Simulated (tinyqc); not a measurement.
What moves the carrier density: donors with valley-orbit split 1s states.

Each donor binds at most one electron, in any of its states. For a site s, W_s = sum over its states of g exp(E/kT), and the ionised share is 1/(1 + W_s exp(eta)), eta = (EF - Ec)/kT; n = Nc F_1/2(eta); neutrality n + NA = ND x (mean ionised share); holes are neglected. Nc from N = 2 (m kB T/(4 pi c))^(3/2) with c = hbar^2/2m0, in 1/angstrom^3; times 1e24 for 1/cm^3, m = md. F_j(eta) = (1/Gamma(j + 1)) integral_0^infinity x^j dx/(1 + exp(x - eta)), which tends to exp(eta) for eta << 0.

Mobility (Caughey-Thomas form): mu = mu0 + (mu1 (T/300)^(-ga) - mu0)/(1 + ((ND + NA)/Nr)^de); rho = 1/(e n mu), e = 1.602176634e-19 C.

Constants: hbar^2/2m0 = 3.80998211 eV angstrom^2; kB = 8.617333262e-05 eV/K.

Inputs chosen for the exercise (near those of As in Si; not measured data):
```
symbol  value               unit        meaning
md      1.033               m0          density-of-states mass of the conduction band
E       (53.5, 31.5, 31.6)  meV         binding energies of 1s(A1), 1s(T2), 1s(E)
g       (2, 6, 4)                       their degeneracies with spin
ND      1.3e+16             1/cm^3      donors
NA      0                   1/cm^3      compensating acceptors, all ionised
T       400                 K
mu0     71                  cm^2/(V s)  mobility at heavy doping
mu1     1419                cm^2/(V s)  mobility at light doping and 300 K
Nr      1.1e+17             1/cm^3      reference doping
de      0.72                            doping exponent
ga      2.3                             temperature exponent
```

All results formed anew.

Results for these values:
```
case     eta  n (1/cm^3)  rho (ohm cm)
base  -8.056   1.286e+16        0.7889
```

What happens to each result for ND = 2.6e+16 1/cm^3, all else kept?

Answer: eta rises from -8.056 to -7.374; n rises from 1.286e+16 to 2.545e+16; rho falls from 0.7889 to 0.4385.

The same for each parameter in turn:
```
case                           eta  n (1/cm^3)  rho (ohm cm)
base                        -8.056   1.286e+16        0.7889
E = (58.5, 31.5, 31.6) meV  -8.057   1.285e+16        0.7893
md = 1.136 m0               -8.198   1.288e+16        0.7878
ND = 2.6e+16 1/cm^3         -7.374   2.545e+16        0.4385
NA = 1.3e+15 1/cm^3         -8.162   1.157e+16        0.8863
T = 430 K                   -8.163   1.288e+16        0.9266
Nr = 2.2e+17 1/cm^3         -8.056   1.286e+16        0.7400
```

Computed by tinyqc, a small Python program: `OMP_NUM_THREADS=1 python tinyqc.py 1651657 1651658 out.jsonl` (the numbers bound the seed that draws the inputs); one thread of a shared host (Intel(R) Xeon(R) Processor @ 2.30GHz), about 0.01 s for the whole set of steps.
